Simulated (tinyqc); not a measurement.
Worked calculation: tight binding, dimerised chain. One step of it, computed by the program tinyqc.

Problem. Levels at k. Diagonalise the Hermitian matrix.

H(k) at k (eV):
```
                     A                    B
A             0.000000  -1.320591+0.928761i
B  -1.320591-0.928761i             0.000000
```

Give: eigenvalues; weights |c|^2 of the basis functions.

Solution.

eigenvalues (eV): -1.6145  1.6145

weights |c|^2 of the basis functions:
```
   band 1  band 2
A  0.5000  0.5000
B  0.5000  0.5000
```
